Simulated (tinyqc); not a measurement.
Stillinger-Weber potential for a tetrahedral semiconductor. From internal strain zeta back to three-body strength lambda. Computed by tinyqc, a small Python program. Command: `OMP_NUM_THREADS=1 python tinyqc.py 3013698 3013699 out.jsonl swsi inv`. One thread of a shared host (Intel(R) Xeon(R) Processor @ 2.30GHz), about 0.08 s of CPU time with the checks.

With x = r/sigma: pair term eps A (B x^-4 - 1) exp(1/(x - a)); for each pair of neighbours j, k of atom i, three-body term eps lambda exp(gamma/(x_ij - a) + gamma/(x_ik - a)) (cos theta_jik + 1/3)^2; both vanish beyond x = a. A = 7.049556277, B = 0.6022245584, a = 1.8.

Inputs (values chosen for the exercise, modelled on germanium): energy scale eps = 1.984 eV; length scale sigma = 2.171 angstrom; gamma = 1.1.

Constants: 1 eV/angstrom^3 = 160.2176634 GPa.

Method. All angles are tetrahedral, so only the pair term acts; its minimum lies at x = 2^(1/6) with depth eps, and second neighbours lie beyond the cut-off. a0 = 4 d/sqrt3; E = -2 eps per atom. Second derivatives of the energy per atom, volume a0^3/8: e_xx gives C11, e_xx = -e_yy gives 2 (C11 - C12), e_xy = e_yx = h/2 gives the unrelaxed C44(0). Under that shear the second sublattice shifts by u_z; minimising over u_z gives C44 = C44(0) - E_hu^2/(E_uu V) and Kleinman's zeta = |E_hu/E_uu|/(a0/4). The optical force constant is k = 4 E_uu, with M omega^2 = k at the zone centre.

Question. A run gave the result below. Find the three-body strength lambda, known to lie between 18 and 49.

internal strain zeta = 0.4205349

Answer.

Each step takes the trial c = (a f_b - b f_a)/(f_b - f_a), f being the result less the target and a, b, c the logarithms of the listed values; c replaces end b, the old b replaces a if the sign of f changed, and otherwise f_a is halved.

Scan of the range:
```
three-body strength lambda  internal strain zeta
18.0                                    0.588179
21.3                                    0.536032
25.1                                    0.481851
29.7                                    0.423394
35.1                                    0.363073
41.5                                    0.301053
49.0                                    0.238835
```

False position (Illinois rule, in the logarithm of the input) inside the bracket:
```
step    end a    end b    trial  internal strain zeta
1     29.7000  35.1000  29.9361              0.420581
2     35.1000  29.9361  29.9399              0.420536
3     35.1000  29.9399  29.9401              0.420534
4     29.9399  29.9401  29.9400              0.420535
```

Internal strain zeta falls at every point of a 13-point scan of the range (every second point is shown), so one value fits; it is bracketed by 29.7 and 35.1. Answer: three-body strength lambda = 29.94.
